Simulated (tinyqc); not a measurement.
# Worked calculation: threshold-voltage variability of a planar MOSFET, analytic estimates

Program tinyqc, `OMP_NUM_THREADS=1 python tinyqc.py 2090071 2090072 out.jsonl`; Intel Xeon 2.30GHz, shared host, one thread, about 0.01 s. Printed values are rounded.

Three independent sources add in quadrature: random dopants in the depleted layer, metal-gate grains of two orientations, and roughness of the two gate edges acting through the roll-off VT = VT(long) - Vr exp(-L/l). These are first-order estimates: no three-dimensional electrostatics, no percolation.

Parameters, values chosen for the exercise; material values close to those of silicon:
- T = 300 K (temperature)
- Eg = 1.11 eV (band gap)
- eps_r = 11.8 (relative permittivity of the semiconductor)
- Nc = 2.82e19 cm^-3 (conduction-band density of states at T)
- Nv = 2.66e19 cm^-3 (valence-band density of states at T)
- Na = 3.2e17 cm^-3 (channel doping)
- ti = 1.6 nm (oxide-equivalent thickness in inversion)
- L = 25 nm (gate length)
- W = 53 nm (gate width)
- G = 5 nm (metal grain size)
- dW = 0.3 eV (work-function difference of the two grain orientations)
- p = 0.3 (share of the orientation of higher work function)
- De = 0.7 nm (rms roughness of one gate edge)
- La = 15 nm (correlation length of the roughness)
- l = 5.6 nm (decay length of the threshold roll-off)
- Vr = 2.2 V (prefactor of the roll-off)
- n = 1.46 (subthreshold factor)
- gI = 20 1/V (gm/I of a matched pair)
- sb = 2.7 % (spread of the gain factor of one device)
- Nb = 268435456 (number of cells)
- Y = 0.999 (wanted yield)

Constants: q = 1.602176634e-19 C, kB = 1.380649e-23 J/K, Vt = kB T/q, eps0 = 8.8541878128e-14 F/cm where lengths are in cm. Results are converted to the units shown.

Range of the model: The depletion depth exceeds L, so source and drain share much of the charge and the dopant estimate is rough. gI s exceeds 0.2, so the linear formula for the current mismatch is only a rough guide.

## Random dopants

ni = sqrt(Nc Nv) exp(-Eg/(2 Vt)), Eg in volts; Cox = 3.9 eps0/ti; Wd = sqrt(4 eps0 eps_r Vt ln(Na/ni)/(q Na)); dopants: s1 = (q/Cox) sqrt(Na Wd/(3 L W)). The slope A1 = s1 sqrt(L W); mean number of dopants Na L W Wd.

Cox = 2.158208 uF/cm^2
Wd = 59.88621 nm
mean number of dopants = 25.39175
A1 = 0.5933280 mV um
s1 = 16.29997 mV

Counting alone, 1/sqrt(N) of the depletion voltage q Na Wd/Cox = 142 mV, would give sqrt(3) times more: dopants deep in the layer act less on the surface.

## Metal grains and edge roughness

Grains: Ng = L W/G^2 (at least 1), s2 = dW sqrt(p (1 - p)/Ng). Edges, with exponential correlation and u = W/La: the mean gate length has sL^2 = 2 De^2 (2/u)[1 - (1 - exp(-u))/u]; s3 = sL (Vr/l) exp(-L/l).

Ng = 53
s2 = 18.88396 mV
sL = 0.6342768 nm
dVT/dL = 4.522931 mV/nm
s3 = 2.868790 mV

## Total spread, mismatch and leakage

s = sqrt(s1^2 + s2^2 + s3^2). For a pair: s(dVT) = sqrt(2) s; current mismatch sqrt(2) sqrt((gI s)^2 + sb^2); input offset = current mismatch/gI. For a Gaussian VT the off current is log-normal with mean/median = exp(s^2/(2 (n Vt)^2)).

s = 25.11021 mV
s(dVT) = 35.51120 mV
current mismatch = 71.12498 %
input offset = 35.56249 mV
mean/median of Ioff = 1.247695

The grains give 56.6 % of the variance; without them s would be 16.6 mV. A current mismatch this large is beyond the linear estimate.

## Iteration 1: margin in standard deviations for the wanted yield

k at the start = 2

Cells fail independently with probability Q(k) = erfc(k/sqrt(2))/2 when the margin is k standard deviations, and Y = exp(-Nb Q(k)). phi = exp(-k^2/2)/sqrt(2 pi). Newton steps on ln Q(k) = ln(-ln(Y)/Nb): k(new) = k + [ln Q - ln(-ln(Y)/Nb)] Q/phi.

Q(k) = 0.02275013
phi = 0.05399097
k after iteration 1 = 11.49437

## Iteration 2: margin in standard deviations for the wanted yield

As before.

Q(k) = 7.040041e-31
phi = 8.152439e-30
k after iteration 2 = 7.771335

## Course of the iteration: margin in standard deviations for the wanted yield

Stop when k changes by less than 1e-9, or after 30 iterations.

Course of the iteration:
```
iteration         k  |change|
1          11.49437      9.49
2          7.771335      3.72
3          6.901693     0.870
4          6.848859    0.0528
5          6.848664   1.96e-4
6          6.848664   2.69e-9
7          6.848664         0
```

Converged in 7 iterations. At the end the number of correct digits about doubles with each step. With s(dVT) = 35.5 mV, 6.85 standard deviations are 243 mV.
